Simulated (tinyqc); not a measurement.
Worked calculation: CIS and TDHF on RHF in the sto-3g basis, frozen core, for BeH+, spin multiplicity 1. One step of it, computed by the program tinyqc.

Question. TDHF (RPA) triplet states. B(ia,jb) = - (ib|ja); the squared energies are the eigenvalues of (A - B)(A + B); 1 hartree = 27.211386 eV.

CIS matrix A, triplet (hartree):
```
          2>3       2>4       2>5       2>6
2>3  0.136340  0.000000  0.000000  0.056025
2>4  0.000000  0.214141  0.000000  0.000000
2>5  0.000000  0.000000  0.214141  0.000000
2>6  0.056025  0.000000  0.000000  0.487156
```

Two-electron integrals over orbitals (pq|rs), unique and non-zero (hartree); the lowest 1 orbital is frozen and left out:
```
(22|22) 0.516486    (32|22) -0.067406   (32|32) 0.038456    (33|22) 0.320280
(33|32) 0.030340    (33|33) 0.462103    (42|42) 0.043193    (43|42) 0.031461
(43|43) 0.051540    (44|22) 0.364324    (44|32) 0.022039    (44|33) 0.397035
(44|44) 0.449859    (52|52) 0.043193    (53|52) 0.031461    (53|53) 0.051540
(54|54) 0.024249    (55|22) 0.364324    (55|32) 0.022039    (55|33) 0.397035
(55|44) 0.401360    (55|55) 0.449859    (62|22) 0.051756    (62|32) -0.047636
(62|33) -0.025749   (62|44) -0.058328   (62|55) -0.058328   (62|62) 0.121674
(63|22) -0.056025   (63|32) 0.032910    (63|33) 0.056887    (63|44) 0.020310
(63|55) 0.020310    (63|62) -0.049254   (63|63) 0.050568    (64|42) -0.029286
(64|43) -0.013470   (64|64) 0.025741    (65|52) -0.029286   (65|53) -0.013470
(65|65) 0.025741    (66|22) 0.514950    (66|32) -0.067009   (66|33) 0.348959
(66|44) 0.368525    (66|55) 0.368525    (66|62) 0.081933    (66|63) -0.056786
(66|66) 0.553479
```

Give: TDHF matrix B, triplet; squared energies w^2; TDHF energies from the positive w^2.

Answer.

TDHF matrix B, triplet (hartree):
```
        2>3     2>4     2>5     2>6
2>3  -0.038   0.000   0.000   0.048
2>4   0.000  -0.043   0.000   0.000
2>5   0.000   0.000  -0.043   0.000
2>6   0.048   0.000   0.000  -0.122
```

squared energies w^2 (hartree^2): 0.012  0.044  0.044  0.230

TDHF energies from the positive w^2 (eV): 2.929  5.707  5.707  13.044
